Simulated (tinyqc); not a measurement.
Worked calculation: CCSD on RHF in the 6-311g basis, for H2, spin multiplicity 1. One step of it, computed by the program tinyqc.

Problem. CCSD: starting amplitudes. t_ij^ab = <ij||ab> / (e_i + e_j - e_a - e_b), whose energy is MP2.

orbital energies (hartree): MO1 -0.549041, MO2 0.140324, MO3 0.319985, MO4 0.582503, MO5 2.581283, MO6 2.602625

Two-electron integrals over orbitals (pq|rs), unique and non-zero (hartree):
```
(11|11) 0.595408    (21|21) 0.062795    (22|11) 0.361863    (22|22) 0.309107
(31|11) -0.124940   (31|22) -0.033682   (31|31) 0.054506    (32|21) 0.017867
(32|32) 0.033013    (33|11) 0.359112    (33|22) 0.278248    (33|31) -0.038279
(33|33) 0.281626    (41|21) -0.071386   (41|32) 0.002312    (41|41) 0.100696
(42|11) -0.139643   (42|22) -0.054358   (42|31) 0.045417    (42|33) -0.049768
(42|42) 0.061539    (43|21) 0.042901    (43|32) 0.016281    (43|41) -0.047821
(43|43) 0.036110    (44|11) 0.473202    (44|22) 0.332735    (44|31) -0.081767
(44|33) 0.309732    (44|42) -0.103316   (44|44) 0.411403    (51|21) -0.028901
(51|32) 0.017987    (51|41) 0.058700    (51|43) -0.029434   (51|51) 0.081703
(52|11) -0.028141   (52|22) 0.008186    (52|31) 0.023389    (52|33) -0.003874
(52|42) 0.008798    (52|44) -0.016120   (52|52) 0.026116    (53|21) 0.032600
(53|32) -0.005149   (53|41) -0.049729   (53|43) 0.023133    (53|51) -0.044349
(53|53) 0.032164    (54|11) 0.134342    (54|22) 0.033958    (54|31) -0.059452
(54|33) 0.045412    (54|42) -0.050063   (54|44) 0.091489    (54|52) -0.039023
(54|54) 0.087182    (55|11) 0.625654    (55|22) 0.374372    (55|31) -0.146330
(55|33) 0.365066    (55|42) -0.157062   (55|44) 0.508058    (55|52) -0.058970
(55|54) 0.194024    (55|55) 0.756934    (61|11) -0.072742   (61|22) -0.015308
(61|31) 0.042779    (61|33) -0.020565   (61|42) 0.029843    (61|44) -0.056056
(61|52) 0.037176    (61|54) -0.071727   (61|55) -0.144517   (61|61) 0.075722
(62|21) -0.006900   (62|32) 0.005262    (62|41) 0.016391    (62|43) -0.011592
(62|51) 0.032671    (62|53) -0.014200   (62|62) 0.015970    (63|11) 0.096451
(63|22) 0.035525    (63|31) -0.036828   (63|33) 0.033909    (63|42) -0.036660
(63|44) 0.069363    (63|52) -0.017464   (63|54) 0.049825    (63|55) 0.132412
(63|61) -0.040483   (63|63) 0.033858    (64|21) 0.019991    (64|32) -0.018619
(64|41) -0.044595   (64|43) 0.018145    (64|51) -0.062135   (64|53) 0.034239
(64|62) -0.025256   (64|64) 0.052060    (65|21) 0.102207    (65|32) -0.001099
(65|41) -0.144470   (65|43) 0.077550    (65|51) -0.127121   (65|53) 0.090043
(65|62) -0.045439   (65|64) 0.097438    (65|65) 0.276945    (66|11) 0.609351
(66|22) 0.361091    (66|31) -0.136286   (66|33) 0.360996    (66|42) -0.148527
(66|44) 0.488552    (66|52) -0.053195   (66|54) 0.177939    (66|55) 0.713663
(66|61) -0.120386   (66|63) 0.119987    (66|66) 0.686565
```

Give: Starting amplitudes; correlation energy.

Solution.

Starting amplitudes (spin orbitals 1a, 1b, ...; amplitudes related by a flip of all spins are not repeated):
```
from      to       t
1a 1b  2a 2b  -0.046
1a 1b  4a 4b  -0.044
1a 1b  2a 4b   0.039
1a 1b  3a 3b  -0.031
1a 1b  4a 5b  -0.014
1a 1b  5a 5b  -0.013
1a 1b  6a 6b  -0.012
1a 1b  3a 6b  -0.011
1a 1b  2a 5b   0.008
```

correlation energy = -0.01959 hartree
